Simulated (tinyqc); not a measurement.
# Free and trapped electrons in a MOS channel with a dense trap tail, step by step

Computed by the program tinyqc: `OMP_NUM_THREADS=1 python tinyqc.py 2222127 2222128 out.jsonl`, one thread of a shared Intel Xeon 2.30GHz, about 0.02 s for the whole run. Printed values are rounded.

p-type body, charge-sheet picture, full ionisation (an idealisation for deep acceptors), Boltzmann statistics for free electrons. e = Ec - EF at the surface. Acceptor-like traps of density D(E) = D0 + De exp(-E/Ew) at depth E below Ec, from 0 to Eu, hold n_t = integral of D(E)/(1 + exp((e - E)/Vt)). psi = Eg - Vt ln(Nv/Na) - e; N_dep = sqrt(2 eps0 eps_r Na (psi - Vt)/q); n_f = sqrt(N_dep^2 + 2 eps0 eps_r Vt Nc exp(-e/Vt)/q) - N_dep; Vg = Vfb + psi + q (N_dep + n_t + n_f)/Cox, Cox = eps0 eox/tox.

Parameters, values chosen for the exercise; band and dielectric values close to those of 4H silicon carbide:
- T = 300 K (temperature)
- Eg = 3.21 eV (band gap)
- eps_r = 9.56 (relative permittivity)
- Nc = 1.73e19 cm^-3 (conduction-band density of states at T)
- Nv = 2.49e19 cm^-3 (valence-band density of states at T)
- eox = 3.9 (relative permittivity of the insulator)
- tox = 29 nm (insulator thickness)
- Na = 2.8e16 cm^-3 (acceptor density)
- Vfb = -2.31 V (flat-band voltage without trapped charge)
- D0 = 1.2e10 cm^-2 eV^-1 (constant background density of acceptor-like traps)
- De = 4.5e13 cm^-2 eV^-1 (density of the tail at the conduction edge)
- Ew = 0.11 eV (decay energy of the tail)
- Eu = 0.94 eV (depth below Ec down to which the traps reach)
- mf = 190 cm^2/(V s) (mobility of free electrons)
- e = 0.108 eV (Ec - EF at the surface)

Constants: q = 1.602176634e-19 C, kB = 1.380649e-23 J/K, Vt = kB T/q, eps0 = 8.8541878128e-14 F/cm where lengths are in cm. Results are converted to the units shown.

## Trapped charge

Trapezoid rule on 16 equal steps from 0 to Eu, f = 1/(1 + exp((e - E)/Vt)).

```
point    E (eV)  D(E) f (cm^-2 eV^-1)
0             0            6.79828e11
1       0.05875            3.41857e12
2        0.1175            9.14367e12
3      0.176250            8.47215e12
4         0.235            5.28688e12
5      0.293750            3.12457e12
6        0.3525            1.83784e12
7      0.411250            1.08238e12
8          0.47            6.39466e11
9      0.528750            3.79822e11
10       0.5875            2.27618e11
11     0.646250            1.38396e11
12        0.705            8.60934e10
13     0.763750            5.54337e10
14       0.8225            3.74609e10
15     0.881250            2.69252e10
16         0.94            2.07492e10
```

n_t = 2.01557e12 cm^-2

With 1600 steps n_t = 2.020e12 cm^-2; the coarse value is 0.23 % below it.

## Charges and gate voltage

psi, N_dep, n_f and Vg as defined, with the n_t given; free share n_f/(n_f + n_t); apparent mobility mf n_f/(n_f + n_t); gate voltage spent on traps q n_t/Cox.

psi = 2.92645 V
N_dep = 9.26374e11 cm^-2
n_f = 3.83212e10 cm^-2
Vg = 4.62650 V
free share = 1.86579 %
apparent mobility = 3.54499 cm^2/(V s)
gate voltage spent on traps = 2.71202 V
